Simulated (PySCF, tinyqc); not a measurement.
Inside a calculation. Method: FCI on RHF in the sto-3g basis, for H3-, spin multiplicity 1. The basis has no diffuse functions, so it cannot describe the extra electron: this is an exercise in the method, not the real anion. The lowest restricted solution is unstable here: a spin-polarised one lies 0.1376 hartree lower (PySCF). One step of it, computed by the program tinyqc.

Task: Integrals over molecular orbitals. (pq|rs) = sum C_ip C_jq C_kr C_ls (ij|kl), one index at a time.

coefficients C:
```
            MO1        MO2        MO3
1H 1s  0.536767  -0.379663   0.895886
2H 1s  0.536210  -0.382254  -0.895226
3H 1s  0.221732   1.069021  -0.001392
```

core Hamiltonian H = T + V (hartree):
```
           1H 1s      2H 1s      3H 1s
1H 1s  -1.293674  -0.659797  -0.583787
2H 1s  -0.659797  -1.293808  -0.584147
3H 1s  -0.583787  -0.584147  -1.265221
```

Two-electron integrals (ij|kl) in chemists' order, unique and non-zero (hartree):
```
(11|11) 0.774606   (21|11) 0.219229   (21|21) 0.085937   (22|11) 0.412139
(22|21) 0.219229   (22|22) 0.774606   (31|11) 0.188433   (31|21) 0.064739
(31|22) 0.142970   (31|31) 0.065642   (32|11) 0.143028   (32|21) 0.064776
(32|22) 0.188578   (32|31) 0.057725   (32|32) 0.065732   (33|11) 0.388104
(33|21) 0.155158   (33|22) 0.388219   (33|31) 0.188433   (33|32) 0.188578
(33|33) 0.774606
```

Give: one-electron integrals over orbitals h = C^T H C; Two-electron integrals over orbitals.

Result:

one-electron integrals over orbitals h = C^T H C (hartree):
```
         1        2        3
1  -1.4646  -0.0726   0.0003
2  -0.0726  -1.0616   0.0002
3   0.0003   0.0002  -1.0169
```

Two-electron integrals over orbitals (pq|rs), unique and non-zero (hartree):
```
(11|11) 0.5521      (21|11) -0.0468     (21|21) 0.0871      (22|11) 0.4507
(22|21) 0.1193      (22|22) 0.7102      (31|11) 1.66e-04    (31|21) 8.30e-05
(31|22) -4.34e-04   (31|31) 0.1853      (32|11) 1.22e-04    (32|21) -3.96e-04
(32|22) -3.31e-04   (32|31) -0.0801     (32|32) 0.0395      (33|11) 0.5640
(33|21) -0.0857     (33|22) 0.3995      (33|31) 2.27e-04    (33|32) 2.68e-04
(33|33) 0.6197
```
